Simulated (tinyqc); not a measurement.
# Worked calculation: Weibull analysis of times to dielectric breakdown, with area scaling

tinyqc, about 0.01 s, one thread, Intel Xeon 2.30GHz (shared host): `OMP_NUM_THREADS=1 python tinyqc.py 2070130 2070131 out.jsonl` Printed values are rounded.

Breakdown times follow F(t) = 1 - exp(-(t/t63)^beta). The 10 times below were drawn at random from beta = 0.8, t63 = 28 s and are treated as data; all samples failed.

Inputs (values chosen for the exercise): area of a test capacitor A1 = 32 um^2; gate area of the product A2 = 1.1e5 um^2; allowed share of failed products Fp = 1e-6.

## Median ranks and the Weibull scale

t, i 1 to 10 (s): 0.797  2.76  5.96  8.32  13.9  16  35.5  44.7  58.1  67.9

F_i = (i - 0.3)/(n + 0.4) for the sorted times, W_i = ln(-ln(1 - F_i)).

```
i	F	W	ln t
1	0.067308	-2.66384	-0.22690
2	0.163462	-1.72326	1.01523
3	0.259615	-1.20202	1.78507
4	0.355769	-0.82167	2.11866
5	0.451923	-0.50860	2.63189
6	0.548077	-0.23037	2.77259
7	0.644231	0.03292	3.56953
8	0.740385	0.29903	3.79997
9	0.836538	0.59398	4.06217
10	0.932692	0.99269	4.21804
```

## Straight-line fit

W = ln(-ln(1 - F)) is the Weibull ordinate of each ranked failure. Least squares of W on ln t: beta = sum (x - mean x)(W - mean W)/sum (x - mean x)^2 with x = ln t, and ln t63 = mean x - mean W/beta.

beta = 0.771230
t63 = 25.8655 s

beta is 3.6 % below the value that made the data and t63 7.6 % below it.

## Iteration 1: likelihood estimate of beta

beta at the start = 0.77

Maximum likelihood: a(beta) = 1/beta with a = sum t^beta ln t/sum t^beta - mean ln t. Fixed-point step: beta(new) = 1/a(beta).

beta after iteration 1 = 1.05140

## Iteration 2: likelihood estimate of beta

As before.

beta after iteration 2 = 0.895601

## Course of the iteration

Stop when beta changes by less than 1e-9, or after 40 iterations.

Course of the iteration:
```
iteration	beta	change
1	1.05140	0.281
2	0.895601	0.156
3	0.968063	0.0725
4	0.931010	0.0371
5	0.949130	0.0181
6	0.940065	9.06e-3
7	0.944550	4.48e-3
8	0.942319	2.23e-3
9	0.943426	1.11e-3
...	...	...
21	0.943058	2.49e-7
22	0.943058	1.24e-7
23	0.943058	6.14e-8
24	0.943058	3.05e-8
25	0.943058	1.51e-8
26	0.943058	7.51e-9
27	0.943058	3.73e-9
28	0.943058	1.85e-9
29	0.943058	9.20e-10
```

Converged in 29 iterations. The plain step multiplies the error by -v beta^2 = -0.50.

## Scale parameter and projection to the product

converged beta = 0.943058

t63 = (mean of t^beta)^(1/beta). Defects are spread at random, so -ln(1 - F) is proportional to the area: t63(A2) = t63 (A1/A2)^(1/beta), and the time to the share Fp is t63(A2) (-ln(1 - Fp))^(1/beta).

t63 = 24.7638 s
t63 of the product = 0.00440612 s
time to Fp = 1.91327e-9 s
decades lost against t63 = 10.1120

The straight-line values give 1.12e-11 s for the time to Fp and the values that made the data 3.36e-11 s: with 10 samples beta is uncertain by about 0.78/sqrt(n) = 25 %, and the projection hangs on 1/beta.
